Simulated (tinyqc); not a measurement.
Thermal resistances of a two-die stack.

Problem. Heat leaves through the lower die only, and the system is linear. Find the resistance R1 from the lower die to the coolant, R2 between the dies, and the rise of the upper die when both are powered.

Parameters, values chosen for the exercise:
- P1 = 18 W (power of the lower die)
- P2 = 19 W (power of the upper die)

rises of the lower and upper die with only the lower one powered (K): [14.58, 14.58]
rises of the lower and upper die with only the upper one powered (K): [15.39, 19.95]

Answer. With only the lower die powered no heat crosses R2, so both dies rise by P1 R1; the difference in the second test is P2 R2; rises add.

R1 = 0.810 K/W
R2 = 0.240 K/W
rise of the upper die = 34.5 K

tinyqc, about 0.05 s, one thread, Intel Xeon 2.30GHz (shared host): `OMP_NUM_THREADS=1 python tinyqc.py 2162144 2162145 out.jsonl`
